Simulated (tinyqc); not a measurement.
Weak-field and exact binding: hydrogenic impurity: series, fields, screening, photoionisation and donor-acceptor pairs. Computed by tinyqc, a small Python program. Command: `OMP_NUM_THREADS=1 python tinyqc.py 3029391 3029392 out.jsonl hydrogenic walk`. One thread of a shared host (Intel(R) Xeon(R) Processor @ 2.30GHz), about 0.01 s of CPU time with the checks.

One isotropic, parabolic band. Effective units: Ry* and a*, in which H = -nabla^2 - 2/r.

Inputs (values chosen for the exercise, modelled on ZnSe): electron mass m = 0.151 m_0; dielectric constant eps = 9.28; magnetic field B = 3.5 T.

Parts treated: magnetic field and photoionisation.

Constants: Ry = 13.605693123 eV; a_0 = 0.529177210903 angstrom; h x 1 THz = 4.135667696 meV; mu_B = 5.7883818060e-05 eV/T.

Method:
- Ry* = Ry m/eps^2, a* = a_0 eps/m; level n is bound by Ry*/n^2; <r> = (3/2) a* in 1s; lines 1s -> np at Ry* (1 - 1/n^2); 1 THz = 4.135667696 meV.
- gamma = hbar omega_c/(2 Ry*) = mu_B B/(m Ry*). For m_z = 0, H = -nabla^2 - 2/r + gamma^2 rho^2/4, and the band edge moves to gamma Ry*. Basis: exp(-al rho^2 - be z^2), al_k = 0.02 x 2.4^k + gamma/4 x c with k = 0..11, be_k = 0.02 x 2.4^k and c = 0, 0.5, 1 (36 functions). With A = al_i + al_j, B = be_i + be_j (not the field) and the common factor pi^(3/2) dropped: S = 1/(A sqrt(B)), kinetic S (4 al_i al_j/A + 2 be_i be_j/B), <rho^2> = S/A, <1/r> = (2/sqrt(pi)) atanh(u)/(A u), u = sqrt(1 - B/A), which is (2/sqrt(pi))/A when A = B; overlap eigenvalues below 1e-11 are dropped. Binding = (gamma - E) Ry*; the spin term shifts level and edge alike.
- Perturbation theory: E = -1 + gamma^2/2 - (53/96) gamma^4 Ry*.

gamma = 0.0562402

Ry* = 23.8562 meV

Ground level (Ry*):
```
gamma    B (T)     basis  second order  fourth order  binding
0.0056   0.349  -0.99998      -0.99998       -1.0000   1.0056
0.0140   0.871  -0.99989      -0.99990       -0.9999   1.0139
0.0280   1.743  -0.99960      -0.99961       -0.9996   1.0276
0.0560   3.485  -0.99843      -0.99843       -0.9984   1.0544
0.1100   6.846  -0.99402      -0.99395       -0.9940   1.1040
0.2200  13.691  -0.97688      -0.97580       -0.9771   1.1969
0.3000  18.670  -0.95837      -0.95500       -0.9595   1.2584
0.5000  31.117  -0.89441      -0.87500       -0.9095   1.3944
0.7000  43.563  -0.81144      -0.75500       -0.8876   1.5114
1.0000  62.233  -0.66233      -0.50000       -1.0521   1.6623
```

What follows from these numbers?

Second order stays within 1 % of the basis value up to gamma = 0.30 of those listed and fourth order up to 0.30; beyond, the truncated (asymptotic) series fails, while the binding keeps growing slowly, to 1.66 Ry* at gamma = 1.0.
